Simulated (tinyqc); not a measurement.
Heavy doping: band filling, gap narrowing, band tails and the effective intrinsic density: one step, computed by the program tinyqc.

An n-type crystal above its Mott density, with all dopants ionised: n = N_D - N_A, ionised centres N_I = N_D + N_A. Valleys are taken as spherical with mass m_e.

Problem. Scales. n = N_D (1 - ratio); Ry* = Ry m_e/eps^2, a* = a_0 eps/m_e; r_s = (3/(4 pi n))^(1/3)/a*; k_F = (3 pi^2 n/M_c)^(1/3); Mott density (0.26/a*)^3.

Inputs (values chosen for the exercise, modelled on CdS): electron mass m_e = 0.202 m_0; valleys M_c = 1; dielectric constant eps = 9.03; donor density N_D = 7.8e+19 cm^-3; compensation ratio N_A/N_D = 0.1.

Conduction band: non-parabolic (Kane).

Constants: a_0 = 0.529177210903 angstrom; Ry = 13.605693123 eV.

Give: n; Ry*; a*; r_s; k_F; Mott density.

Solution.

n = 7.02e+19 cm^-3

Ry* = 33.71 meV

a* = 23.66 angstrom

r_s = 0.6357

k_F = 0.1276 1/angstrom

Mott density = 1.328e+18 cm^-3
